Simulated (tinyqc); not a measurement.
Growth with time: grain growth, pinning, strength and diffusional creep of a polycrystal or thin film. Computed by tinyqc, a small Python program. Command: `OMP_NUM_THREADS=1 python tinyqc.py 3022375 3022376 out.jsonl grain walk`. One thread of a shared host (Intel(R) Xeon(R) Processor @ 2.30GHz), about 0.01 s of CPU time with the checks.

One mean grain size d describes the structure.

Inputs (values chosen for the exercise, modelled on aluminium):
```
quantity,value,unit
boundary energy gamma,0.33,J/m^2
mobility prefactor M0,1.5e-06,m^4/(J s)
activation energy of boundary motion Q_m,1.01,eV
anneal temperature T,388,K
initial grain size d0,80,nm
particle volume fraction f,0.0029,-
particle radius r,1.6,nm
film thickness h,670,nm
surface energy gamma_s,0.77,J/m^2
```

Sample: thin film on a substrate.

Constants: k_B = 8.617333262e-05 eV/K.

Method. M = M0 exp(-Q_m/(k_B T)). The driving pressure is 2 gamma/d. Zener pinning pressure 3 f gamma/(2 r) stops growth at d_Z = 4 r/(3 f). Grooves where boundaries meet the surface have the angle theta = arcsin(gamma/(2 gamma_s)) and are taken to stop growth at d_h = h/(2 theta), a few film thicknesses; the limit is 1/d_lim = 1/d_Z + 1/d_h. dd/dt = 2 M gamma (1/d - 1/d_lim) integrates to 2 M gamma t = d_lim (d0 - d) + d_lim^2 ln[(d_lim - d0)/(d_lim - d)]; without pinning d^2 = d0^2 + 4 M gamma t.

limit d_lim = 498.994 nm

mobility M = 1.14046e-19 m^4/(J s)

At T:
```
t (s),free growth (nm),pinned growth (nm),d/d_lim
5.00e+03,84.6,83.84,0.16802
1.70e+04,94.7,92.28,0.18494
5.00e+04,118.0,111.65,0.22375
1.70e+05,178.9,159.83,0.32030
5.00e+05,285.8,234.91,0.47077
1.70e+06,512.2,354.38,0.71018
5.00e+06,871.3,455.44,0.91272
1.70e+07,1601.7,497.93,0.99787
```

What does the comparison show, and why?

The apparent exponent d ln d/d ln t of the pinned growth is at most about 0.36, below the ideal 1/2, and falls to 0.073 in the last rows: the initial size hides the law early and pinning hides it late.
